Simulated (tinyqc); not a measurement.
What moves the results: carrier statistics of a doped semiconductor with parabolic bands. A value that a table varies takes the place of the one given here.

Eg(T) = Eg0 - al T^2/(T + be); m_de = Mv^(2/3) (ml mt^2)^(1/3); m_dh = (mhh^(3/2) + mlh^(3/2))^(2/3); Nc and Nv from N = 2 (m kB T/(4 pi c))^(3/2) with c = hbar^2/2m0, in 1/angstrom^3; times 1e24 for 1/cm^3.

Energies are counted from Ev, so Ec = Eg. n = Nc F_1/2((EF - Eg)/kT), p = Nv F_1/2(-EF/kT), ND+ = ND/(1 + 2 exp((EF - Eg + ED)/kT)), NA- = NA/(1 + 4 exp((EA - EF)/kT)); neutrality asks p + ND+ = n + NA-. F_j(eta) = (1/Gamma(j + 1)) integral_0^infinity x^j dx/(1 + exp(x - eta)), which tends to exp(eta) for eta << 0.

Constants: hbar^2/2m0 = 3.80998211 eV angstrom^2; kB = 8.617333262e-05 eV/K.

Parameters, chosen for this exercise (near those of AlAs; the results hold for these values, not for the real material):
```
symbol  value     unit    meaning
Eg0     2.24      eV      gap at 0 K
al      0.000698  eV/K    Varshni alpha
be      527       K       Varshni beta
ml      0.969     m0      longitudinal electron mass
mt      0.218     m0      transverse electron mass
Mv      3                 equivalent valleys
mhh     0.765     m0      heavy-hole mass
mlh     0.149     m0      light-hole mass
ND      7.7e+17   1/cm^3  donors
NA      4.9e+12   1/cm^3  acceptors
ED      0.0694    eV      donor level below Ec
EA      0.0603    eV      acceptor level above Ev
T       350       K
```

## Temperature

Neutrality solved at each temperature; ni = sqrt(Nc Nv) exp(-Eg/2kT).

Carriers (1/cm^3):
```
T (K)  EF (eV)         n         p  majority / |ND - NA|        ni  Eg (eV)
30      2.1986  8.66e+10    <1e-99              1.12e-07    <1e-99   2.2389
50      2.2000  2.04e+14    <1e-99              0.000265  2.13e-95   2.2370
77      2.1928  4.80e+15    <1e-99               0.00623  1.85e-55   2.2331
120     2.1773  4.25e+16  1.67e-73                0.0551  8.43e-29   2.2245
200     2.1373  2.09e+17  1.38e-35                 0.271  1.70e-09   2.2016
300     2.0706  4.31e+17  3.00e-16                 0.559      11.4   2.1640
450     1.9453  6.16e+17   0.00547                 0.800  5.83e+07   2.0953
600     1.8005  6.90e+17  3.88e+04                 0.896  1.64e+11   2.0170
800     1.5886  7.29e+17  7.81e+09                 0.946  7.55e+13   1.9034
1000    1.3623  7.45e+17  1.51e+13                 0.967  3.36e+15   1.7829
```

What can be read from the table?

Ionisation is incomplete: the majority density is below 90 % of the net doping at 30, 50, 77, 120, 200, 300, 450 and 600 K, down to a share of 1.1e-07. It is within 10 % of the net doping at 800 and 1000 K. The majority density never exceeds the net doping by 10 %; ni is 3.36e+15 1/cm^3 at 1000 K against a net doping of 7.70e+17. EF goes from 2.199 eV to 1.362 eV, where midgap is 0.891 eV and the intrinsic level (Boltzmann) 0.897 eV.

## Doping level

Only donors are present (NA = 0); eta is the distance of EF beyond the conduction edge in units of kT.

Neutral state:
```
ND (1/cm^3)  EF (eV)  majority (1/cm^3)  ionised share     eta
1.0e+14       1.7738           1.00e+14          1.000  -12.22
1.0e+15       1.8432           9.99e+14          0.999   -9.92
1.0e+16       1.9124           9.90e+15          0.990   -7.63
1.0e+17       1.9796           9.17e+16          0.917   -5.40
1.0e+18       2.0375           6.19e+17          0.619   -3.48
3.0e+18       2.0602           1.30e+18          0.434   -2.73
1.0e+19       2.0826           2.67e+18          0.267   -1.98
3.0e+19       2.1018           4.85e+18          0.162   -1.35
```

What can be read from the table?

The impurity level lies at 2.0731 eV. The ionised share falls from 1.000 to 0.162 as EF passes through it between 3e+18 and 1e+19 1/cm^3 (share 1/3 there); it is below one half from 3e+18 1/cm^3 on. Over the last two rows the doping grows threefold and the majority density by a factor 1.82. EF comes within 3 kT of the majority band edge from 3e+18 1/cm^3 on. Above roughly 9e+18 1/cm^3 (N^(1/3) a = 0.26, with the radius a = sqrt(c/(m E)) from the ionisation energy E and the mass (ml mt^2)^(1/3)) the levels merge with the band and real ionisation is complete; sharp levels then overstate freeze-out.

## What each input does

Neutrality solved anew for each case. Each row changes one parameter from the base and keeps the others.

Results:
```
case                  EF (eV)  n (1/cm^3)  p (1/cm^3)
base                   2.0317    5.11e+17    1.28e-10
T = 370 K              2.0152    5.38e+17    8.87e-09
ND = 3.85e+17 1/cm^3   2.0152    2.98e+17    2.20e-10
NA = 6.37e+12 1/cm^3   2.0316    5.11e+17    1.28e-10
Eg0 = 2.29 eV          2.0817    5.11e+17    2.44e-11
mt = 0.2616 m0         2.0275    5.35e+17    1.47e-10
mhh = 0.918 m0         2.0317    5.11e+17    1.65e-10
ED = 0.1041 eV         2.0211    3.62e+17    1.81e-10
```

What can be read from the table?

The largest shifts from the base row, up to three for each result and ties (the steps differ in size, so this ranks the rows, not the parameters). EF (eV): Eg0 +0.0500, T -0.0164, ND -0.0164; unchanged at the printed digits by mhh. n (1/cm^3): ND -2.14e+17, ED -1.50e+17, T +2.64e+16; unchanged at the printed digits by NA, Eg0 and mhh. p (1/cm^3): T +8.75e-09, Eg0 -1.04e-10, ND +9.26e-11; unchanged at the printed digits by NA.

Run: tinyqc, `OMP_NUM_THREADS=1 python tinyqc.py 1681701 1681702 out.jsonl`; Intel(R) Xeon(R) Processor @ 2.30GHz, one thread, shared host; about 0.01 s of CPU time with all checks.
